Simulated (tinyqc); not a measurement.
Five-frequency model of solute diffusion by vacancies in an fcc metal: one step, computed by the program tinyqc.

A vacancy next to the solute exchanges with it (w2), jumps to one of 4 sites that also neighbour the solute (w1) or to one of 7 that do not (w3); w4 is the reverse of w3 and w0 the host jump.

Task: Correlation factor. Manning: with y = w4/w0, 7F = 7 - (10 y^4 + 180.5 y^3 + 927 y^2 + 1341 y)/(2 y^4 + 40.2 y^3 + 254 y^2 + 597 y + 436); f2 = (2 w1 + 7F w3)/(2 w2 + 2 w1 + 7F w3). The mean cosine between successive solute jumps follows from f2 = (1 + c)/(1 - c).

Inputs (values chosen for the exercise, for a model solute in a host close to gold): temperature T = 521 K.

rates (1/s): w0 749595.2, w1 3810449, w2 1.516071e+07, w3 11901.37, w4 2495651

Give: y = w4/w0; 7F; correlation factor f2; mean cosine c.

Result:

y = w4/w0 = 3.329

7F = 3.752

correlation factor f2 = 0.2018

mean cosine c = -0.6642

The solute exchanges back and forth with the vacancy, so most jumps cancel.
